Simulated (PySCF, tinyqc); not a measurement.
Inside a calculation. Method: coupled-perturbed Hartree-Fock on RHF in the sto-3g basis, for H6, spin multiplicity 1. The lowest restricted solution is unstable here: a spin-polarised one lies 0.0659 hartree lower (PySCF). One step of it, computed by the program tinyqc.

Task: Coupled step 2. U_ai = -(mu_ai + sum_bj [4 (ai|bj) - (ab|ij) - (aj|bi)] U_bj) / (e_a - e_i); alpha = -4 sum U_ai mu_ai.

U after step 1:
```
           i1         i2        i3
a4   0.244228   0.001937  6.643748
a5  -0.000783   0.751812  0.001522
a6   0.106445  -0.000467  0.167996
```

dipole integrals <a|z|i> (bohr):
```
           i1         i2         i3
a4  -0.203117  -0.000616  -3.136367
a5  -0.000257  -0.183878  -0.000588
a6   0.007849  -0.000233  -0.230305
```

orbital energies (hartree): MO1 -0.635473, MO2 -0.507188, MO3 -0.262246, MO4 0.124755, MO5 0.537169, MO6 0.918461

Two-electron integrals over orbitals (pq|rs), unique and non-zero (hartree):
```
(11|11) 0.423067    (21|11) -0.000331   (21|21) 0.142096    (22|11) 0.351975
(22|21) 0.000319    (22|22) 0.365204    (31|11) -0.074784   (31|21) -0.000154
(31|22) 0.009729    (31|31) 0.084985    (32|11) -0.000271   (32|21) 0.079702
(32|22) 0.000239    (32|31) -0.000008   (32|32) 0.108773    (33|11) 0.329957
(33|21) -0.000033   (33|22) 0.328328    (33|31) -0.004316   (33|32) -0.000071
(33|33) 0.351753    (41|11) -0.000260   (41|21) 0.057681    (41|22) 0.000064
(41|31) 0.000057    (41|32) -0.023693   (41|33) 0.000042    (41|41) 0.072684
(42|11) 0.088825    (42|21) 0.000077    (42|22) 0.027913    (42|31) -0.062343
(42|32) -0.000116   (42|33) -0.012794   (42|41) -0.000015   (42|42) 0.091045
(43|11) 0.000157    (43|21) -0.094945   (43|22) -0.000257   (43|31) 0.000168
(43|32) -0.095595   (43|33) 0.000056    (43|41) -0.001891   (43|42) -0.000052
(43|43) 0.140326    (44|11) 0.338515    (44|21) -0.000037   (44|22) 0.335381
(44|31) -0.006532   (44|32) -0.000070   (44|33) 0.349644    (44|41) 0.000019
(44|42) -0.002335   (44|43) 0.000054    (44|44) 0.360325    (51|11) 0.000826
(51|21) -0.000108   (51|22) 0.038918    (51|31) 0.037456    (51|32) 0.000036
(51|33) -0.018146   (51|41) -0.000093   (51|42) 0.017649    (51|43) 0.000029
(51|44) -0.011311   (51|51) 0.062353    (52|11) -0.000124   (52|21) 0.056969
(52|22) 0.000211    (52|31) 0.000035    (52|32) 0.007635    (52|33) -0.000037
(52|41) 0.044535    (52|42) 0.000114    (52|43) 0.027805    (52|44) -0.000030
(52|51) 0.000082    (52|52) 0.084255    (53|11) 0.087224    (53|21) 0.000067
(53|22) 0.025774    (53|31) -0.062609   (53|32) -0.000106   (53|33) -0.005783
(53|41) -0.000021   (53|42) 0.083368    (53|43) -0.000056   (53|44) -0.007923
(53|51) 0.010536    (53|52) 0.000093    (53|53) 0.089043    (54|11) -0.000277
(54|21) 0.084703    (54|22) 0.000239    (54|31) -0.000019   (54|32) 0.103773
(54|33) -0.000076   (54|41) -0.014837   (54|42) -0.000093   (54|43) -0.097325
(54|44) -0.000074   (54|51) 0.000028    (54|52) 0.010633    (54|53) -0.000098
(54|54) 0.111099    (55|11) 0.368471    (55|21) 0.000264    (55|22) 0.373907
(55|31) 0.001397    (55|32) 0.000194    (55|33) 0.343303    (55|41) 0.000041
(55|42) 0.031357    (55|43) -0.000225   (55|44) 0.350349    (55|51) 0.035096
(55|52) 0.000186    (55|53) 0.031467    (55|54) 0.000205    (55|55) 0.399410
(61|11) 0.000047    (61|21) -0.001955   (61|22) -0.000058   (61|31) -0.000127
(61|32) 0.030031    (61|33) 0.000007    (61|41) -0.028458   (61|42) -0.000034
(61|43) 0.032262    (61|44) 0.000011    (61|51) -0.000118   (61|52) 0.040687
(61|53) -0.000030   (61|54) 0.027916    (61|55) -0.000057   (61|61) 0.072218
(62|11) -0.001010   (62|21) -0.000084   (62|22) 0.035979    (62|31) 0.036799
(62|32) 0.000046    (62|33) -0.014121   (62|41) -0.000073   (62|42) 0.012071
(62|43) 0.000038    (62|44) -0.016331   (62|51) 0.057453    (62|52) 0.000109
(62|53) 0.014265    (62|54) 0.000038    (62|55) 0.036053    (62|61) -0.000096
(62|62) 0.059907    (63|11) -0.000221   (63|21) 0.055084    (63|22) 0.000075
(63|31) 0.000034    (63|32) -0.018332   (63|33) 0.000034    (63|41) 0.066373
(63|42) 0.000011    (63|43) -0.001850   (63|44) 0.000035    (63|51) -0.000081
(63|52) 0.044097    (63|53) -0.000006   (63|54) -0.019277   (63|55) 0.000055
(63|61) -0.026512   (63|62) -0.000077   (63|63) 0.070096    (64|11) -0.077921
(64|21) -0.000130   (64|22) 0.003871    (64|31) 0.083081    (64|32) 0.000020
(64|33) -0.006366   (64|41) 0.000053    (64|42) -0.064373   (64|43) 0.000149
(64|44) -0.008217   (64|51) 0.035877    (64|52) 0.000038    (64|53) -0.065884
(64|54) 3.37e-06    (64|55) 0.003693    (64|61) -0.000119   (64|62) 0.037279
(64|63) 0.000039    (64|64) 0.091307    (65|11) -0.000340   (65|21) 0.145304
(65|22) 0.000344    (65|31) -0.000145   (65|32) 0.085879    (65|33) -0.000031
(65|41) 0.056929    (65|42) 0.000072    (65|43) -0.101828   (65|44) -0.000031
(65|51) -0.000100   (65|52) 0.058944    (65|53) 0.000063    (65|54) 0.091554
(65|55) 0.000304    (65|61) -0.001384   (65|62) -0.000081   (65|63) 0.059484
(65|64) -0.000134   (65|65) 0.163244    (66|11) 0.449349    (66|21) -0.000282
(66|22) 0.376028    (66|31) -0.079385   (66|32) -0.000261   (66|33) 0.354949
(66|41) -0.000241   (66|42) 0.095277    (66|43) 0.000129    (66|44) 0.365240
(66|51) 0.000727    (66|52) -0.000102   (66|53) 0.096861    (66|54) -0.000267
(66|55) 0.403371    (66|61) 0.000047    (66|62) -0.000629   (66|63) -0.000216
(66|64) -0.088142   (66|65) -0.000312   (66|66) 0.502679
```

Give: U after step 2; polarisability.

Result:

U after step 2:
```
        i1     i2     i3
a4   0.191  0.001  7.032
a5  -0.001  0.720  0.001
a6   0.119  0.000  0.131
```

polarisability = 89.021 bohr^3
